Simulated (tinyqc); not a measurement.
## Cell and bit-line capacitance from two signals

Inverse problem. In a DRAM a freshly written one gives the bit-line signal (Vd/2) Cs/(Cs + Cb). Find Cs and Cb.

Parameters, values chosen for the exercise: array voltage Vd = 1.3 V.

signal of a fresh one without and with 20 fF added to the bit line (mV): [114.12214, 99.006623]

Solution. (Vd/2)/signal = 1 + Cb/Cs, and the added capacitance raises it by its ratio to Cs.

Cs = 23.0 fF
Cb = 108 fF

Computed by the program tinyqc: `OMP_NUM_THREADS=1 python tinyqc.py 2130064 2130065 out.jsonl`, one thread of a shared Intel Xeon 2.30GHz, about 0.01 s for the whole run.
